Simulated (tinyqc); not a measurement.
Reflectance at normal incidence against thickness.

Normal incidence on air, film (n1) and substrate (N2 = n2 - i k2): r01 = (1 - n1)/(1 + n1), r12 = (n1 - N2)/(n1 + N2), amplitude (r01 + r12 X)/(1 + r01 r12 X), X = exp(-4 pi i n1 d/lam), R its squared modulus, phase from 0 to 360 degrees.

Parameters, values chosen for the exercise: wavelength lam = 800 nm; index of the transparent film n1 = 2.039; index of the substrate n2 = 3.692; extinction coefficient of the substrate k2 = 0.0065.

Reflectance at normal incidence against thickness:
```
d (nm)   R (%)  phase of the reflected amplitude (degrees)
0        32.92                                       179.9
25       29.39                                       162.8
50       19.29                                       144.7
75       6.252                                       127.6
100     0.4013                                       198.5
125      8.179                                       230.2
150      21.27                                       212.3
175      30.42                                       194.4
200      32.83                                       177.4
```

Read the table: what changes, and by how much?

R goes from 32.9 through a minimum of 0.401 (at d = 100 nm among the rows listed) to 32.8 %. At a quarter wave, d = 98.1 nm, R = 0.352 %; for a transparent substrate it would vanish for n1 = sqrt(n2) = 1.92.

tinyqc, about 0.01 s, one thread, Intel Xeon 2.30GHz (shared host): `OMP_NUM_THREADS=1 python tinyqc.py 2870134 2870135 out.jsonl`
